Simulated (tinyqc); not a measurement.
Electroplating on a thin resistive seed layer: kinetics, Wagner number and the terminal effect across a wafer. Inputs raised by 10 %, one at a time. Computed by tinyqc, a small Python program. Command: `OMP_NUM_THREADS=1 python tinyqc.py 3121366 3121367 out.jsonl terminal sens`. One thread of a shared host (Intel(R) Xeon(R) Processor @ 2.30GHz), about 0.05 s of CPU time with the checks.

Current enters the seed at the rim. The bath is treated as a local resistance per area (no lateral flow in the liquid), two electrons per ion, molar volume 7.11 cm^3/mol, Faraday constant F = e N_A, kinematic viscosity 0.01 cm^2/s, omega = 2 pi x rpm/60; k_B T/e is in volts.

Inputs (values chosen for the exercise, of the order of those for copper plating from an acid sulfate bath):

| quantity | value | unit |
|---|---|---|
| wafer radius R | 10 | cm |
| seed thickness t | 120 | nm |
| seed resistivity | 6.5 | microohm cm |
| bath conductivity kappa | 0.033 | S/cm |
| gap to the anode h | 3.1 | cm |
| extra resistance of a porous plate | 0 | ohm cm^2 |
| exchange current density i_0 | 0.09 | mA/cm^2 |
| cathodic transfer coefficient alpha | 0.66 | - |
| mean current density | 10 | mA/cm^2 |
| diffusivity of the metal ion | 4.6e-06 | cm^2/s |
| metal ion concentration | 0.68 | mol/L |
| rotation rate | 200 | rpm |
| temperature T | 298 | K |

Constants: e = 1.602176634e-19 C; N_A = 6.02214076e+23 1/mol; k_B = 8.617333262e-05 eV/K.

Method:
- Growth rate = i V_m/(2 F). Levich limit i_L = 0.62 x 2 F D^(2/3) omega^(1/2) nu^(-1/6) c. Tafel overpotential eta = (k_B T/(alpha e)) ln(i/i_0); kinetic resistance k_B T/(alpha e i); bath resistance h/kappa + plate; R_s = resistivity/t; Wagner number = kinetic resistance x kappa/R.
- Linearised: with R_t = kinetic + bath resistance the current density obeys (1/r)(r i')' = i R_s/R_t, so i = A I_0(r/l), l = sqrt(R_t/R_s); with x = R/l, edge/centre = I_0(x) and edge/mean = x I_0(x)/(2 I_1(x)).
- Voltage drop in the seed for a uniform current: i R_s R^2/4.
- Full model: seed potential phi(r) with (1/r)(r phi')' = R_s i, where i solves phi = R_b i + (k_B T/(alpha e)) ln(i/i_0) (phi being the driving voltage left at r); phi'(0) = 0 and phi'(R) = R_s i_mean R/2. Solved by collocation to a tolerance of 1e-7.

Runs:

| input moved | from | to | edge over centre, full model | edge over centre, linear | length l (cm) | drop for uniform current (mV) |
|---|---|---|---|---|---|---|
| base run | - | - | 1.1433 | 1.1433 | 13.439 | 135.42 |
| wafer radius R (cm) | 10 | 11 | 1.1746 | 1.1746 | 13.439 | 163.85 |
| seed thickness t (nm) | 120 | 132 | 1.1298 | 1.1299 | 14.095 | 123.11 |
| seed resistivity (microohm cm) | 6.5 | 7.15 | 1.1581 | 1.1582 | 12.814 | 148.96 |
| gap to the anode h (cm) | 3.1 | 3.41 | 1.1303 | 1.1303 | 14.070 | 135.42 |
| cathodic transfer coefficient alpha | 0.66 | 0.726 | 1.1438 | 1.1438 | 13.415 | 135.42 |
| mean current density (mA/cm^2) | 10 | 11 | 1.1438 | 1.1438 | 13.415 | 148.96 |
| exchange current density i_0 (mA/cm^2) | 0.09 | 0.099 | 1.1433 | 1.1433 | 13.439 | 135.42 |

Exponents ln(y'/y) / ln(x'/x):

| input | edge over centre, full model | edge over centre, linear | length l | drop for uniform current |
|---|---|---|---|---|
| wafer radius R | 0.284 | 0.284 | 0.000 | 2 |
| seed thickness t | -0.124 | -0.124 | 0.500 | -1 |
| seed resistivity | 0.136 | 0.136 | -0.500 | 1 |
| gap to the anode h | -0.119 | -0.119 | 0.481 | 0 |
| cathodic transfer coefficient alpha | 0.005 | 0.005 | -0.019 | 0 |
| mean current density | 0.005 | 0.005 | -0.019 | 1 |
| exchange current density i_0 | 0.000 | 0.000 | 0.000 | 0 |

Which inputs matter most for each result?

Among the inputs moved here: edge over centre, full model answers most in size to wafer radius R (exponent +0.284), next to seed resistivity (+0.136); its exponent is below 0.0005 for exchange current density i_0. Its exponent 0.000 in exchange current density i_0: in the Tafel range i_0 only shifts the voltage. Edge over centre, linear answers most in size to wafer radius R (exponent +0.284), next to seed resistivity (+0.136); its exponent is below 0.0005 for exchange current density i_0. Length l answers most in size to seed thickness t (exponent +0.500), and about equally to seed resistivity (-0.500); its exponent is below 0.0005 for wafer radius R, exchange current density i_0. Its exponent +0.500 in seed thickness t: l = sqrt(R_t/R_s). Drop for uniform current answers most in size to wafer radius R (exponent +2.000), next to seed thickness t (-1.000); its exponent is below 0.0005 for gap to the anode h, cathodic transfer coefficient alpha, exchange current density i_0.
